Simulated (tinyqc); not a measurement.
# Free and trapped electrons in a MOS channel with a dense trap tail: what changes with what

p-type body, charge-sheet picture, full ionisation (an idealisation for deep acceptors), Boltzmann statistics for free electrons. e = Ec - EF at the surface. Acceptor-like traps of density D(E) = D0 + De exp(-E/Ew) at depth E below Ec, from 0 to Eu, hold n_t = integral of D(E)/(1 + exp((e - E)/Vt)). psi = Eg - Vt ln(Nv/Na) - e; N_dep = sqrt(2 eps0 eps_r Na (psi - Vt)/q); n_f = sqrt(N_dep^2 + 2 eps0 eps_r Vt Nc exp(-e/Vt)/q) - N_dep; Vg = Vfb + psi + q (N_dep + n_t + n_f)/Cox, Cox = eps0 eox/tox.

Inputs (values chosen for the exercise); band and dielectric values close to those of silicon:
- T = 250 K (temperature)
- Eg = 1.14 eV (band gap)
- eps_r = 11.7 (relative permittivity)
- Nc = 2.12e19 cm^-3 (conduction-band density of states at T)
- Nv = 2.04e19 cm^-3 (valence-band density of states at T)
- eox = 3.9 (relative permittivity of the insulator)
- tox = 80 nm (insulator thickness)
- Na = 3.1e16 cm^-3 (acceptor density)
- Vfb = -0.91 V (flat-band voltage without trapped charge)
- D0 = 4.1e10 cm^-2 eV^-1 (constant background density of acceptor-like traps)
- De = 4.5e13 cm^-2 eV^-1 (density of the tail at the conduction edge)
- Ew = 0.06 eV (decay energy of the tail)
- Eu = 0.82 eV (depth below Ec down to which the traps reach)
- mf = 120 cm^2/(V s) (mobility of free electrons)

Constants: q = 1.602176634e-19 C, kB = 1.380649e-23 J/K, Vt = kB T/q, eps0 = 8.8541878128e-14 F/cm where lengths are in cm. Results are converted to the units shown.

Each table varies one quantity; the others keep the values above.

## Free and trapped charge against gate voltage

Free share n_f/(n_f + n_t); swing ln 10 n_f/(dn_f/dVg); field-effect mobility mf q (dn_f/dVg)/Cox, for a constant mf; oxide field q (N_dep + n_t + n_f)/(eps0 eox).

Free and trapped charge against gate voltage:
columns A: Vg (V); B: e (eV); C: n_f (cm^-2); D: n_t (cm^-2); E: free share (%); F: swing (mV/decade); G: field-effect mobility (cm^2/(V s)); H: oxide field (MV/cm)
```
A            B         C         D         E        F         G       H
1.8     0.3239   1.702e6  3.558e10  0.004782    178.9  0.009753  0.2542
3.6     0.1335  1.023e10  3.892e11     2.561     1326     7.917  0.4554
5.4    0.08823  7.728e10  7.795e11     9.019     3110     25.48  0.6748
7.2    0.06402  2.125e11  1.115e12     16.01     5345     40.78  0.8967
9      0.04743  4.022e11  1.400e12     22.32     7831     52.68   1.120
10.8   0.03458  6.358e11  1.644e12     27.89  1.040e4     62.70   1.343
12.6   0.02391  9.077e11  1.850e12     32.91  1.297e4     71.77   1.567
14.4   0.01469  1.215e12  2.023e12     37.53  1.555e4     80.13   1.791
16.2  0.006557  1.554e12  2.163e12     41.81  1.818e4     87.68   2.015
```

n_f reaches 1e11 cm^-2 at Vg = 5.77 V, against 2.60 V without traps. The free share rises from 0.00478 to 41.8 % and the field-effect mobility rises from 0.00975 to 87.7 cm^2/(V s), although mf = 120 is constant: in the last row 73.1 % of Cox dVg goes into free electrons. The swing in the first row is 179 mV a decade (Vt ln 10 = 49.6). For Vg = 10.8, 12.6, 14.4, 16.2 EF lies less than 2 Vt below the band edge, or above it, where degeneracy and confinement, left out, matter.

## Effect of the decay energy of the tail

VT is the Vg for n_f = 1e11 cm^-2; swing ln 10 n_f/(dn_f/dVg) at n_f = 1e8 cm^-2; the last three columns are for Vg = VT + 6.4 V, with free share n_f/(n_f + n_t) and field-effect mobility mf q (dn_f/dVg)/Cox; there EF is near the band edge, where Boltzmann statistics are rough.

Results:
columns A: Ew (eV); B: e at VT (eV); C: VT (V); D: q n_t/Cox at VT (V); E: swing (mV/decade); F: n_f (cm^-2); G: free share (%); H: field-effect mobility (cm^2/(V s))
```
A           B      C       D      E         F      G      H
0.03  0.08223  3.379  0.7746  136.7  1.157e12  58.02  88.09
0.07  0.08223  6.846   4.241  472.3  7.792e11  26.55  65.54
0.09  0.08223  9.249   6.644  808.8  6.931e11  19.34  59.21
0.11  0.08223  11.88   9.279   1188  6.358e11  14.80  54.67
0.13  0.08223  14.66   12.05   1573  5.954e11  11.80  51.29
0.15  0.08223  17.50   14.90   1946  5.656e11  9.732  48.71
0.17  0.08223  20.38   17.77   2297  5.428e11  8.242  46.67
```

Estimate the missing row, Ew = 0.05 eV.

Computed row:
columns A: Ew (eV); B: e at VT (eV); C: VT (V); D: q n_t/Cox at VT (V); E: swing (mV/decade); F: n_f (cm^-2); G: free share (%); H: field-effect mobility (cm^2/(V s))
```
A           B      C      D      E         F      G      H
0.05  0.08223  4.814  2.210  233.6  9.178e11  38.49  74.68
```

With this row back in the table: As Ew goes from 0.03 to 0.17, VT rises from 3.38 to 20.4 V, its part due to traps rises from 0.775 to 17.8 V, the swing rises from 137 to 2300 mV/decade and the field-effect mobility falls from 88.1 to 46.7 cm^2/(V s).

tinyqc, about 0.02 s, one thread, Intel Xeon 2.30GHz (shared host): `OMP_NUM_THREADS=1 python tinyqc.py 2222011 2222012 out.jsonl`
